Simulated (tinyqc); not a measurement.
Ion implantation: universal nuclear stopping, Lindhard-Scharff electronic stopping and a Gaussian range profile: one step, computed by the program tinyqc. Command: `OMP_NUM_THREADS=1 python tinyqc.py 3026279 3026280 out.jsonl implant walk`. One thread of a shared host (Intel(R) Xeon(R) Processor @ 2.30GHz), about 0.06 s of CPU time with the checks.

An ion slows by elastic collisions with screened nuclei and by friction with electrons; channelling is ignored and the target is uniform.

Task: Anneal. Far from the surface a Gaussian stays Gaussian: sigma^2 = dR_p^2 + 2 D t; peak Q/(sqrt(2 pi) sigma); x_j = R_p + sigma sqrt(2 ln(peak/C_B)).

Inputs (values chosen for the exercise, modelled on oxygen ions in aluminium): dose Q = 5.5e+14 1/cm^2; background C_B = 2.7e+16 1/cm^3; anneal budget D t = 2.2e-11 cm^2.

Follow-up: anneal.

straggle dR_p = 149.3865 nm

projected range R_p = 463.5410 nm

Give: width sigma; peak after the anneal; x_j after the anneal.

Result:

width sigma = 163.45 nm

peak after the anneal = 1.3424e+19 1/cm^3

x_j after the anneal = 1039.5 nm

Caution: the estimates of R_p and dR_p assume mainly nuclear stopping and an ion not much lighter than the target; here they are rough, and for light ions in heavy targets the straggle can be low by a factor of two or more.
